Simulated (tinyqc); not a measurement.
Coherent transport through a tight-binding region between two chains, step by step. Computed by tinyqc, a small Python program that keeps every step. Settings: temperature = 4, mu = 0.4. Command: `OMP_NUM_THREADS=1 python tinyqc.py 29037 29038 out.jsonl` (the two numbers bound the seeds that draw the settings). One thread of a shared host (Intel(R) Xeon(R) Processor @ 2.60GHz), about 0.08 s of CPU time with the checks.

## Transmission at E = 0.52 eV

H of the central region (eV), lower triangle:
```
           1          2          3          4          5         6
1   0.000000
2  -0.680000   1.140000
3   0.000000  -1.910000   1.140000
4   0.000000   0.000000  -1.590000   1.140000
5   0.000000   0.000000   0.000000  -1.810000   1.140000
6   0.000000   0.000000   0.000000   0.000000  -1.820000  0.000000
```

Leads: semi-infinite chains with site energy 0:
```
parameter                           value
lead hopping t (eV)              1.650000
coupling to the left lead (eV)   0.700000
coupling to the right lead (eV)  1.220000
left contact site                       1
right contact site                      6
```

E = 0.520000 eV

Surface Green function g = (E - i sqrt(4 t^2 - E^2)) / (2 t^2); self-energy tc^2 g on each contact site; G = (E - H - Sigma)^(-1); Gamma = -2 Im Sigma; T = Gamma_L Gamma_R |G_LR|^2; local density of states -Im G_ii / pi.

g = 0.095500-0.598489i 1/eV

G (1/eV), lower triangle:
```
                     1                    2                    3                    4
1   0.825197-0.769155i
2   0.564634+0.179369i  -0.315567-0.368327i
3  -0.110503+0.332060i   0.220103-0.183421i   0.110789-0.177760i
4  -0.721360-0.085986i   0.464904+0.370933i   0.407731+0.151020i  -0.399480-0.386698i
5  -0.150024-0.321152i  -0.034102+0.288187i   0.042342+0.207884i   0.057475-0.265124i
6   0.666289-0.023890i  -0.473967-0.270722i  -0.391066-0.079373i   0.416865+0.294256i

                     5                    6
5  -0.017508-0.273433i
6   0.486327+0.170520i  -0.248903-0.234550i
```

local density of states (1/eV): 0.244830  0.117242  0.056583  0.123090  0.087036  0.074660

transmission = 0.464485

## Transmission across the band

The same steps on a grid of energies.

T(E):
```
E (eV)              T
-3.13500000  0.000013
-2.82150000  0.000181
-2.50800000  0.002172
-2.19450000  0.019254
-1.88100000  0.043806
-1.56750000  0.126421
-1.25400000  0.397420
-0.94050000  0.310545
-0.62700000  0.316655
-0.31350000  0.572699
0.00000000   0.787618
0.31350000   0.517500
0.62700000   0.479459
0.94050000   0.462090
1.25400000   0.139691
1.56750000   0.042336
1.88100000   0.019407
2.19450000   0.013053
2.50800000   0.013751
2.82150000   0.037030
3.13500000   0.014763
```

levels of the isolated region (eV): -2.093609  -1.140694  -0.075357  0.886540  2.861244  4.121877

## Current

I = (2e/h) int T(E) [f(E - mu - V/2) - f(E - mu + V/2)] dE at 4 K with mu = 0.4 eV, the bias not changing H; 2e^2/h = 77.48092 microsiemens; the integral runs over the band on 4001 points.

Current:
```
V (volt)  I (microampere)
0.010000         0.371358
0.050000         1.858581
0.100000         3.727781
0.200000         7.524681
0.400000        15.478575
0.800000        34.035648
```
